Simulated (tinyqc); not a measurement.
Convergence with cell size: Koster-Slater impurity in a tight-binding band, by Green functions and by supercells. Computed by tinyqc, a small Python program. Command: `OMP_NUM_THREADS=1 python tinyqc.py 3027060 3027061 out.jsonl kosterslater walk`. One thread of a shared host (Intel(R) Xeon(R) Processor @ 2.30GHz), about 0.02 s of CPU time with the checks.

One orbital per site, e(k) = -2 t sum cos(k_i) over 2 direction(s), band from -4 t to 4 t, lattice constant 1. One site has the extra energy U. Spin is left out.

Inputs (values chosen for the exercise, for a model band): hopping t = 1.6 eV; impurity potential U = 4.19 eV.

Lattice: square.

Method:
- Outside the band G0(E) = (2/(pi E)) K(m), m = 16 t^2/E^2, K the complete elliptic integral with parameter m.
- A bound state solves 1/U = G0(E).
- Bisection in ln(distance from the edge) between 1e-5 t and |U| + t. Weight on the impurity site: -1/(U^2 dG0/dE), by a central difference with step min(1e-4 t, distance/30). Decay length along an axis: 1/arccosh(1 + distance/(2 t)).
- In a periodic cell of N sites along each direction with Bloch vector K, the level solves 1/U = N^-d sum_k 1/(E - e(k)), k_i = (2 pi m_i + K_i)/N, m_i = 0..N-1; the outermost root on the side of U is taken (bisection). d is the number of directions. Gamma means K_i = 0, the zone corner K_i = pi, the quarter point K_i = pi/2.
- Even N; errors against the isolated level E_b, set to 0 below 1e-6 t.

level E_b = 6.77739 eV

decay length = 2.07896 sites

Error of the level (eV):
```
N   sites       Gamma       corner  quarter point
2       4  1.1990e+00  -2.5874e+00    -4.2642e-01
4      16  3.0017e-01  -4.2642e-01    -3.5030e-02
6      36  1.0242e-01  -1.1183e-01    -4.1765e-03
8      64  3.6611e-02  -3.5030e-02    -5.4112e-04
12    144  4.5654e-03  -4.1765e-03    -9.6640e-06
16    256  5.7151e-04  -5.4112e-04              0
```

What follows from these numbers?

The error at Gamma falls exponentially, between the last two resolved rows by exp(-0.519) per site against 1/(decay length) = 0.481; the rest is the power-law prefactor of the Green function. Gamma and the corner err in opposite directions. Among the sizes listed an error below 1 meV is first reached at N = 16 at Gamma; at the quarter point N = 8 is enough.

Extremes, crossings and ranges named in words are read from the listed rows.
